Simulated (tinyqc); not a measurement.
# Changing the mean current density

Model: electroplating on a thin resistive seed layer: kinetics, Wagner number and the terminal effect across a wafer. Computed by tinyqc, a small Python program. Command: `OMP_NUM_THREADS=1 python tinyqc.py 3120573 3120574 out.jsonl terminal sweep`. One thread of a shared host (Intel(R) Xeon(R) Processor @ 2.30GHz), about 0.05 s of CPU time with the checks.

Current enters the seed at the rim. The bath is treated as a local resistance per area (no lateral flow in the liquid), two electrons per ion, molar volume 7.11 cm^3/mol, Faraday constant F = e N_A, kinematic viscosity 0.01 cm^2/s, omega = 2 pi x rpm/60; k_B T/e is in volts.

Inputs (values chosen for the exercise, of the order of those for copper plating on a thin cobalt or ruthenium seed):
```
quantity                               value         unit
wafer radius R                            10           cm
seed thickness t                          12           nm
seed resistivity                          12  microohm cm
bath conductivity kappa                0.055         S/cm
gap to the anode h                        10           cm
extra resistance of a porous plate       170     ohm cm^2
exchange current density i_0            0.16      mA/cm^2
cathodic transfer coefficient alpha     0.34            -
diffusivity of the metal ion         4.1e-06       cm^2/s
metal ion concentration                 0.25        mol/L
rotation rate                             30          rpm
temperature T                            298            K
```

Constants: e = 1.602176634e-19 C; N_A = 6.02214076e+23 1/mol; k_B = 8.617333262e-05 eV/K.

Method:
- Growth rate = i V_m/(2 F). Levich limit i_L = 0.62 x 2 F D^(2/3) omega^(1/2) nu^(-1/6) c. Tafel overpotential eta = (k_B T/(alpha e)) ln(i/i_0); kinetic resistance k_B T/(alpha e i); bath resistance h/kappa + plate; R_s = resistivity/t; Wagner number = kinetic resistance x kappa/R.
- Linearised: with R_t = kinetic + bath resistance the current density obeys (1/r)(r i')' = i R_s/R_t, so i = A I_0(r/l), l = sqrt(R_t/R_s); with x = R/l, edge/centre = I_0(x) and edge/mean = x I_0(x)/(2 I_1(x)).
- Voltage drop in the seed for a uniform current: i R_s R^2/4.
- Full model: seed potential phi(r) with (1/r)(r phi')' = R_s i, where i solves phi = R_b i + (k_B T/(alpha e)) ln(i/i_0) (phi being the driving voltage left at r); phi'(0) = 0 and phi'(R) = R_s i_mean R/2. Solved by collocation to a tolerance of 1e-7.

One run for each value; columns: (1) mean current density (mA/cm^2); (2) edge over centre, full model; (3) kinetic resistance (ohm cm^2); (4) growth rate (nm/min); (5) drop for uniform current (mV):
```
(1)       (2)     (3)     (4)      (5)
0.67   1.6115  112.73    14.8    167.5
1.30   1.7061   58.10    28.7    325.0
2.40   1.7641   31.47    53.1    600.0
4.60   1.8016   16.42   101.7   1150.0
8.80   1.8227    8.58   194.5   2200.0
17.00  1.8344    4.44   375.8   4250.0
32.00  1.8404    2.36   707.4   8000.0
60.00  1.8436    1.26  1326.4  15000.0
```

What does the table show?

Over the rows, edge over centre, full model rises from 1.61 to 1.84 (exponent d ln y / d ln x 0.086 between the first rows and 0.0028 between the last); kinetic resistance (ohm cm^2) falls from 113 to 1.26 (exponent d ln y / d ln x about -1.00 throughout); growth rate (nm/min) rises from 14.8 to 1330 (exponent d ln y / d ln x about 1.0 throughout).

Caution (rows 8.80, 17.0, 32.0, 60.0): the mean current exceeds 0.3 i_L, so depletion of metal ions, left out of the distribution, matters. Caution (rows 17.0, 32.0, 60.0): at the rim the current nears the limiting value, which would flatten the real profile.
